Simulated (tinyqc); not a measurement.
Changing the growth temperature T: out-diffusion of a doped substrate or buried layer into a growing epitaxial film. Computed by tinyqc, a small Python program. Command: `OMP_NUM_THREADS=1 python tinyqc.py 3002309 3002310 out.jsonl buried sweep`. One thread of a shared host (Intel(R) Xeon(R) Processor @ 2.30GHz), about 0.01 s of CPU time with the checks.

x is counted from the original substrate surface into the film, whose surface moves as x = v t. Substrate dopant has one diffusivity; the dopant of the film is taken as uniform.

Inputs (values chosen for the exercise, modelled on antimony in silicon):
```
quantity                                            value    unit
prefactor D0                                         3.93  cm^2/s
activation energy E                                  3.87      eV
substrate concentration C_s                       9.3e+18  1/cm^3
film doping C_e                                   6.4e+14  1/cm^3
growth rate v                                        0.75  um/min
film thickness d                                      1.2      um
autodoping level at the start, as a share of C_s    1e-05       -
decay length of autodoping                           0.56      um
later thermal budget (Dt)2                          2e-10    cm^2
```

Film doping: same type as the substrate.

Constants: k_B = 8.617333262e-05 eV/K.

Method:
- D = D0 exp(-E/(k_B T)); growth time t = d/v; l = 2 sqrt(D t); growth number G = v t/l = d/l; 1 um = 1e-4 cm.
- Temperatures in kelvin are T(C) + 273.15.
- After growth and the later budget: l2 = 2 sqrt(D t + (Dt)2); C(x) = (C_s/2) erfc(x/l2) + share x C_s exp(-x/decay length) for x > 0 (autodoping taken as unchanged by the later budget). The transition x_t solves C(x) = C_e, where the total doping is twice the intended value.
- Usable film = d - x_t. Also give x_t for the erfc term alone, after growth and after the later budget.

One run for each value; columns: (1) growth temperature T (C); (2) x_t after growth, erfc alone (um); (3) x_t after the later budget, erfc alone (um); (4) x_t with autodoping (um); (5) growth number G:
```
(1)       (2)      (3)      (4)     (5)
900   0.00510  0.76249  0.76436  634.54
950   0.01115  0.76256  0.76442  290.17
1000  0.02293  0.76282  0.76469  141.10
1050  0.04465  0.76378  0.76565   72.46
1075  0.06116  0.76492  0.76679   52.89
1100  0.08282  0.76696  0.76882   39.06
1125  0.11095  0.77051  0.77237   29.16
1150  0.14712  0.77654  0.77839   21.99
1200  0.25132  0.80283  0.80466   12.87
```

Over the rows, x_t after growth, erfc alone (um) rises from 0.00510 to 0.251; x_t after the later budget, erfc alone (um) rises from 0.762 to 0.803; x_t with autodoping (um) rises from 0.764 to 0.805. At low T the later budget or autodoping sets the transition, so colder growth stops helping.

Caution (rows 900, 950, 1000, 1050): the substrate doping is comparable to or above the intrinsic density at growth temperature, so the diffusivity may be higher on that side.
